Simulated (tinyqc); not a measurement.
# Worked calculation: FinFET, parasitic resistance, capacitance and delay

tinyqc, about 0.04 s, one thread, Intel Xeon 2.30GHz (shared host): `OMP_NUM_THREADS=1 python tinyqc.py 2170141 2170142 out.jsonl` Printed values are rounded.

Nf fins under one contact; each has gated perimeter p = 2 Hf + Wf and cross-section A = Hf Wf; contact width Wc = Nf pf, stack height Hs = Hf. Contact length Lc = CPP - Lg - 2 Lsp, shared by two neighbouring gates. Source and drain sides are equal. The formulas are first-order estimates, not field solutions.

Values chosen for this exercise; values close to those of silicon logic devices:
- T = 300 K (temperature)
- Nf = 2 (number of fins)
- Hf = 60 nm (fin height)
- Wf = 5 nm (fin width)
- pf = 34 nm (fin pitch)
- CPP = 70 nm (contacted gate pitch)
- Lg = 12 nm (gate length)
- Lsp = 7 nm (spacer length)
- ks = 4.5 (relative permittivity of the spacer)
- Hc = 25 nm (gate height above the channel stack)
- rc = 2.9e-9 ohm cm^2 (contact resistivity)
- re = 0.00031 ohm cm (resistivity of the source-drain epitaxy)
- te = 15 nm (current-carrying depth of the epitaxy)
- rx = 0.0017 ohm cm (resistivity of the extension)
- Lov = 1.5 nm (gate overlap)
- Cinv = 2.5 uF/cm^2 (inversion capacitance)
- vx = 8.8e6 cm/s (injection velocity)
- mu = 300 cm^2/(V s) (apparent mobility)
- VT = 0.19 V (threshold at zero drain voltage)
- dl = 0.042 V/V (barrier lowering)
- n = 1.17 (subthreshold factor)
- Cw = 0.28 fF (wire load)
- Vdd = 0.6 V (supply voltage)

Constants: q = 1.602176634e-19 C, kB = 1.380649e-23 J/K, eps0 = 8.8541878128e-12 F/m, Vt = kB T/q. Results are converted to the units shown.

## Geometry and resistances

Epitaxy sheet resistance Rsh = re/te, transfer length LT = sqrt(rc/Rsh), contact Rc = [sqrt(rc Rsh)/Wc] coth(Lc/(2 LT)); extension of one fin Rx = rx Lsp/A. Effective width N p; for equal currents one side has Rc + Rx/N.

Lc = 44 nm
effective width = 250 nm
Rsh = 206.6667 ohm
LT = 37.45966 nm
Rc = 215.6416 ohm
Rx = 396.6667 ohm
one side times effective width = 103.4937 ohm um

Lc/2 is 0.59 transfer lengths, and Rc is 11 % above the area limit rc/(Wc Lc/2). The contact makes up 52.1 % of one side.

## Capacitances

With N fins: gate Cg = Cinv p N Lg; per side, plate Cp = ks eps0 [Wc (Hs + Hc) - N A]/Lsp, top fringe Cf = (2/pi) ks eps0 Wc ln(1 + Lg/(2 Lsp)), overlap Co = Cinv p N Lov. Cs = Cp + Cf + Co. An inverter of two such devices driving an equal one has the load CL = 2 (Cg + 2 Cs) + 4 Cs + Cw (its own drains counted twice for the Miller effect).

Cg = 75 aF
Cp = 29.48445 aF
Cf = 1.067747 aF
Co = 9.375 aF
CL = 749.4175 aF

The channel capacitance gives 20.0 % of CL, the parasitic parts 42.6 % and the wire 37.4 %.

## Iteration 1: fin currents at Vgs = Vdd, Vds = Vdd/2

I at the start (uA): fin 1 0, fin 2 0

One fin: I = p Q vx u/(1 + |u|^1.8)^(1/1.8), Q = Cinv n Vt ln(1 + exp((Vg' - VT + dl Vd')/(n Vt))), u = Vd' mu/(vx Lg), Vg' = Vgs - v, Vd' = Vds - 2 v, with the drop on each side v = Rc (sum of I) + Rx I. I(new) = I(out).

drop v (mV): fin 1 0, fin 2 0
I(out) (uA): fin 1 114.8726, fin 2 114.8726
I after iteration 1 (uA): fin 1 114.8726, fin 2 114.8726

## Iteration 2: fin currents at Vgs = Vdd, Vds = Vdd/2

As before.

drop v (mV): fin 1 95.10877, fin 2 95.10877
I(out) (uA): fin 1 82.13317, fin 2 82.13317
I after iteration 2 (uA): fin 1 82.13317, fin 2 82.13317

## Course of the iteration: fin currents at Vgs = Vdd, Vds = Vdd/2

Stop when the largest change of I is below 1e-6 uA, or after 80 iterations.

Course of the iteration:

| iteration | total I (uA) | largest \|change\| of one entry (uA) |
|---|---|---|
| 1 | 229.7452 | 115 |
| 2 | 164.2663 | 32.7 |
| 3 | 185.5153 | 10.6 |
| 4 | 179.1190 | 3.20 |
| 5 | 181.0794 | 0.980 |
| 6 | 180.4821 | 0.299 |
| 7 | 180.6644 | 0.0912 |
| 8 | 180.6088 | 0.0278 |
| 9 | 180.6258 | 8.48e-3 |
| 10 | 180.6206 | 2.59e-3 |
| 11 | 180.6222 | 7.90e-4 |
| 12 | 180.6217 | 2.41e-4 |
| 13 | 180.6218 | 7.35e-5 |
| 14 | 180.6218 | 2.24e-5 |
| 15 | 180.6218 | 6.84e-6 |
| 16 | 180.6218 | 2.09e-6 |
| 17 | 180.6218 | 6.37e-7 |

Converged in 17 iterations. At the end each change is about 0.31 times the one before: linear convergence.

## Effective current, delay and energy

IH = I(Vdd, Vdd/2) = 180.6218 uA
IL = I(Vdd/2, Vdd), solved likewise = 59.81749 uA

Ieff = (IH + IL)/2, delay CL Vdd/(2 Ieff), energy CL Vdd^2, with CL the load of an inverter that drives an equal one.

Ieff = 120.2196 uA
delay = 1.870121 ps
energy = 269.7903 aJ

Without any series resistance Ieff would be 152 uA, so the resistances cost 20.9 %.
